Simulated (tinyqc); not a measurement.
Classical nucleation, growth and JMAK kinetics of crystallisation from a melt or glass: one step, computed by the program tinyqc.

A spherical nucleus cap on a flat wall with a sharp interface of isotropic energy gamma; lambda = Omega^(1/3) is the jump distance.

Problem. Critical nucleus. Driving force per volume: dG = H (T_m - T)/T_m. Shape factor f = (2 + cos theta)(1 - cos theta)^2/4. W(r) = f [4 pi r^2 gamma - (4/3) pi r^3 dG]; r* = 2 gamma/dG; W* = f 16 pi gamma^3/(3 dG^2); n* = f (4/3) pi r*^3/Omega.

Inputs (values chosen for the exercise, for a model substance):
```
quantity                      value        unit
melting point T_m              1580           K
heat of melting per volume H   1570      J/cm^3
interface energy gamma        0.176       J/m^2
atomic volume Omega            13.4  angstrom^3
temperature T                  1170           K
contact angle theta              70     degrees
```

Nucleation: on a flat wall. Driving force: Turnbull (linear).

Constants: e = 1.602176634e-19 C; k_B = 1.380649e-23 J/K.

Give: driving force dG; shape factor f; critical radius r*; barrier W*; atoms in the nucleus n*; W*/(k_B T).

Solution.

driving force dG = 407.41 J/cm^3

shape factor f = 0.25349

critical radius r* = 0.86400 nm

barrier W* = 0.87072 eV

atoms in the nucleus n* = 51.108

W*/(k_B T) = 8.6362

The wall leaves r* unchanged and cuts the barrier to 25.3 % of the homogeneous value. W* equals n* Omega dG/2 = 0.871 eV. Caution: with under 20 atoms in the nucleus or a barrier under 10 k_B T the capillary model is only a guide.
